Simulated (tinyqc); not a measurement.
## Trap density and scattering coefficient from 1/f noise

Problem. f S = K0 (1 + ac mu Cox I/gm)^2 with K0 = q^2 Vt lt Nt/(W L Cox^2), Vt in eV and Nt per eV. Find K0, Nt and ac.

Parameters, values chosen for the exercise: temperature T = 325 K; gate length L = 65 nm; total gate width W = 80 um; gate capacitance Cox = 0.62 uF/cm^2; mobility mu = 280 cm^2/(V s); tunnelling length into the oxide lt = 0.1 nm.

Constants: q = 1.602176634e-19 C, kB = 1.380649e-23 J/K, Vt = kB T/q. Results are converted to the units shown.

I/gm at two biases (V): [0.0433875268, 0.234995708]
f S at these biases (V^2): [1.95569906e-10, 2.35601449e-10]

Solution. sqrt(f S) is linear in I/gm: the intercept is sqrt(K0), and slope over intercept is ac mu Cox.

K0 = 1.87e-10 V^2
Nt = 5.20e17 cm^-3 eV^-1
ac = 3.00e3 V s/C

Numbers from tinyqc (`OMP_NUM_THREADS=1 python tinyqc.py 2150037 2150038 out.jsonl`; about 0.01 s on one thread of a shared Intel Xeon 2.30GHz).
